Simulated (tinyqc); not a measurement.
Density dependence: plasmons of a degenerate electron gas in the random-phase approximation.

Zero temperature, parabolic band: kF = (3 pi^2 n)^(1/3), EF = c kF^2/m, Ep^2 = 8 pi c e2 n/(m eb), qTF^2 = 6 pi e2 n/(eb EF), c = hbar^2/2m0, e2 = e^2/(4 pi eps0), n in 1/angstrom^3 (1e-24 per 1/cm^3).

Lindhard function: eps(q, E)/eb = 1 + (qTF/q)^2 (f1 + i f2) with z = q/(2 kF), u = E/(hbar vF q), hbar vF = 2 c kF/m; f1 = 1/2 + [h(z - u) + h(z + u)]/(8 z), h(x) = (1 - x^2) ln|(x + 1)/(x - 1)|; f2 = pi u/2 for z + u < 1, (pi/(8 z))(1 - (z - u)^2) for |z - u| < 1 < z + u, else 0. Pairs exist for c (q^2 - 2 q kF)/m < E < c (q^2 + 2 q kF)/m.

Constants: hbar^2/2m0 = 3.80998211 eV angstrom^2; e^2/(4 pi eps0) = 14.39964547 eV angstrom; a0 (Bohr radius) = 0.5291772105 angstrom.

Parameters, chosen for this exercise (out of a larger set: a free-electron density near that of Al; not measured data): n = 1.77e+23 1/cm^3 (electron density); m = 1 m0 (mass); eb = 1 (background dielectric constant).

n is multiplied by the factor listed.

Results:

| factor | rs | EF (eV) | Ep (eV) | Ep/EF | qc/kF | alpha = 3 EF/(5 Ep) |
|---|---|---|---|---|---|---|
| 0.10 | 4.498 | 2.477 | 4.940 | 1.995 | 0.988 | 0.301 |
| 0.20 | 3.570 | 3.931 | 6.986 | 1.777 | 0.906 | 0.338 |
| 0.50 | 2.631 | 7.242 | 11.05 | 1.525 | 0.808 | 0.393 |
| 1.0 | 2.088 | 11.50 | 15.62 | 1.359 | 0.741 | 0.441 |
| 2.0 | 1.657 | 18.25 | 22.09 | 1.211 | 0.679 | 0.496 |
| 5.0 | 1.221 | 33.61 | 34.93 | 1.039 | 0.604 | 0.577 |
| 10 | 0.969 | 53.36 | 49.40 | 0.926 | 0.553 | 0.648 |

What does the comparison show, and why?

Over two decades Ep grows by 10.0 (n^(1/2)) and EF by 21.5 (n^(2/3)), so Ep/EF falls from 1.995 to 0.926 as sqrt(rs), and qc/kF from 0.988 to 0.553: in a dense gas the plasmon enters the continuum earlier on the scale of kF. alpha is the coefficient in E = Ep + alpha hbar^2 q^2/(m m0). The random-phase values are only rough in the rows with rs above about 2 (up to 4.5 here).

Computed by tinyqc, a small Python program: `OMP_NUM_THREADS=1 python tinyqc.py 1680169 1680170 out.jsonl` (the numbers bound the seed that draws the inputs); one thread of a shared host (Intel(R) Xeon(R) Processor @ 2.30GHz), about 0.01 s for the whole set of steps.
